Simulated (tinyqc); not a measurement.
What each parameter does: six-band hole subbands of a thin body in a field.

Basis X, Y, Z times spin, hole energies counted downwards from the unstrained edge (the hydrostatic shift is left out), c = hbar^2/2m0. For a symmetric tensor T let C(T) have C_XX = L Txx + M (Tyy + Tzz), C_XY = N Txy (cyclic), L = c (g1 + 4 g2), M = c (g1 - 2 g2), N = 6 c g3. k = q + kz n, n the unit normal, q = k1 u + k2 v with u along the channel [1-10] and v = n x u. H = C(k k^T) + (Dso/3)(1 - L.sigma) - B + e F z with (L_k)_ij = -i epsilon_kij; B is the block C built from the traceless strain with 2b, -b and sqrt(3) d in place of L, M, N. Strain: exx = eyy = (s11 + s12) sx/2, ezz = s12 sx, exy = -s44 sx/4. Hard walls at z = 0 and t; basis sin(j pi z/t), j = 1 to Nz: kz^2 = (j pi/t)^2, kz = -i D with D_jl = 4 j l/(t (j^2 - l^2)), z_jj = t/2 and z_jl = -8 t j l/(pi (j^2 - l^2))^2 for j + l odd; 1 MV/cm = 0.01 eV/angstrom.

Nz = 14. E1 is the top subband at q = 0, gap the distance to the next pair, and the masses are c q^2/(E(q) - E1) at |q| = 0.02 1/angstrom (mean of the spin pair) along the channel [1-10] and across it in the plane; a dash marks a band that does not rise.

Constants: hbar^2/2m0 = 3.80998211 eV angstrom^2.

Inputs chosen for the exercise (near those of a p-type Si channel; not measured data):
- g1 = 4.27 (Luttinger gamma1)
- g2 = 0.34 (gamma2)
- g3 = 1.44 (gamma3)
- Dso = 0.044 eV (spin-orbit splitting)
- b = -2.1 eV (tetragonal potential)
- d = -4.88 eV (trigonal potential)
- S = (7.72, -2.12, 12.43) 1/TPa (compliances s11, s12, s44)
- face = 111 (surface)
- t = 50 angstrom (body thickness)
- F = 0 MV/cm (field across the body)
- sx = -1 GPa (stress along the channel [1-10], negative in compression)

Six bands.

Results for these values:

| case | E1 (meV) | gap (meV) | m channel (m0) | m across (m0) |
|---|---|---|---|---|
| base | -5.3 | 61.1 | 0.138 | 0.863 |

What happens to each result for sx = -1.5 GPa, all else kept?

Answer: E1 falls from -5.3 to -22.5; gap rises from 61.1 to 63.2; m channel falls from 0.138 to 0.131; m across rises from 0.863 to 1.021.

The same for each parameter in turn:

| case | E1 (meV) | gap (meV) | m channel (m0) | m across (m0) |
|---|---|---|---|---|
| base | -5.3 | 61.1 | 0.138 | 0.863 |
| t = 40 angstrom | 6.7 | 61.8 | 0.141 | 0.876 |
| F = 0.3 MV/cm | 59.1 | 61.3 | 0.141 | 0.875 |
| sx = -1.5 GPa | -22.5 | 63.2 | 0.131 | 1.021 |
| g3 = 1.34 | -2.3 | 60.9 | 0.138 | 0.596 |
| g2 = 0.39 | -5.3 | 61.1 | 0.136 | 0.799 |
| Dso = 0.066 eV | -2.3 | 63.4 | 0.142 | 0.666 |
| d = -3.9 eV | -0.4 | 54.7 | 0.140 | 0.804 |

Computed by tinyqc, a small Python program: `OMP_NUM_THREADS=1 python tinyqc.py 1251697 1251698 out.jsonl` (the numbers bound the seed that draws the inputs); one thread of a shared host (Intel(R) Xeon(R) Processor @ 2.30GHz), about 0.4 s for the whole set of steps.
